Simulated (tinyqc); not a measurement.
Surface against bulk across the gap: Shockley state of an s-p chain by decimation.

Each site has s at -d/2 and p at +d/2: H0 = diag(-d/2, d/2). The block to the next site on the right is H1 = [[-ts, u], [-u, tp]] (rows s, p of site n; columns s, p of site n + 1). Bulk: H(k) = [[-d/2 - 2 ts cos k, 2i u sin k], [-2i u sin k, d/2 + 2 tp cos k]]. The bands are inverted at k = pi if d < 2 (ts + tp).

Decimation (Sancho-Rubio) at z = E + i eta: start with es = e = H0, A = H1, B = H1^T. Each round forms g = (z - e)^-1 and sets es += A g B, e += A g B + B g A, A = A g A, B = B g B, doubling the length covered. Stop when all |A| < 1e-10. Surface G = (z - es)^-1, bulk G = (z - e)^-1; densities -Im tr G/pi.

Parameters, chosen for this exercise:

| symbol | value | unit | meaning |
|---|---|---|---|
| d | 1 | eV | Ep - Es |
| ts | 0.99 | eV | s-s hopping |
| tp | 1.11 | eV | p-p hopping |
| u | 0.41 | eV | s-p hopping |
| eta | 0.02 | eV | broadening |
| E1 | -1.02 | eV | first energy |
| dE | 0.198 | eV | step |

Eleven energies E1 + j dE.

Densities (1/eV):

| E (eV) | surface | bulk |
|---|---|---|
| -1.020 | 0.4793 | 0.6054 |
| -0.822 | 0.1098 | 1.0329 |
| -0.624 | 0.0258 | 0.0292 |
| -0.426 | 0.0373 | 0.0127 |
| -0.228 | 0.1258 | 0.0088 |
| -0.030 | 12.0799 | 0.0079 |
| 0.168 | 0.1292 | 0.0089 |
| 0.366 | 0.0377 | 0.0131 |
| 0.564 | 0.0260 | 0.0313 |
| 0.762 | 0.1332 | 1.2325 |
| 0.960 | 0.4739 | 0.6236 |

edges of the bulk gap (201 k points) (eV): -0.8244  0.7569

What can be read from this table?

Inside the gap the bulk density is only the tail of the broadening, at least 0.0079. The surface density peaks at -0.030 eV among these rows (12.080); a chain of 60 sites puts the surface level at -0.0286 eV.

Run: tinyqc, `OMP_NUM_THREADS=1 python tinyqc.py 1482715 1482716 out.jsonl`; Intel(R) Xeon(R) Processor @ 2.30GHz, one thread, shared host; about 0.4 s of CPU time with all checks.
